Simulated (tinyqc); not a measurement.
Shrinking the mesa: defect, radiative and Auger recombination at equal electron and hole densities (ABC model).

J/(e d) = Ae n + B n^2 + C n^3 with Ae = A + 4 S/w (four side walls, carriers spread evenly), e = 1.602176634e-19 C, lengths in cm; internal efficiency IQE = B n^2/(Ae n + B n^2 + C n^3); all injected carriers recombine in the layer.

Values chosen for the exercise (orders of magnitude like those quoted for GaN; the results hold for these values, not for the real material): A = 4800000 1/s (defect rate); B = 1.3e-12 cm^3/s (radiative coefficient); C = 2e-31 cm^6/s (Auger coefficient); d = 2.9 nm (active thickness); S2 = 1100 cm/s (recombination velocity of the side walls in this comparison); J = 5.8 A/cm^2 (current density).

S = S2; w takes the values listed.

Results:
```
w (micrometre)  Ae (1/s)  IQE_max  J at the peak (A/cm^2)  IQE at J
200             5.02e+06    0.393                    3.85     0.389
100             5.24e+06    0.388                    4.07     0.385
50              5.68e+06    0.379                    4.53     0.377
20              7.00e+06    0.355                    5.96     0.355
10              9.20e+06    0.324                    8.58     0.320
5               1.36e+07    0.283                    14.5     0.259
2               2.68e+07    0.219                    36.9     0.139
1               4.88e+07    0.172                    85.6    0.0578
```

The walls equal the bulk defect rate at w = 4 S/A = 9.17 micrometre. From 200 to 1 micrometre the peak efficiency falls from 0.393 to 0.172 and moves to a current 22.2 times higher; at the fixed J the efficiency goes from 0.389 to 0.0578. For large w diffusion to the walls, left out here, would limit the loss.

(tinyqc, `OMP_NUM_THREADS=1 python tinyqc.py 1650643 1650644 out.jsonl`, Intel(R) Xeon(R) Processor @ 2.30GHz, 1 thread, shared host, about 0.01 s.)
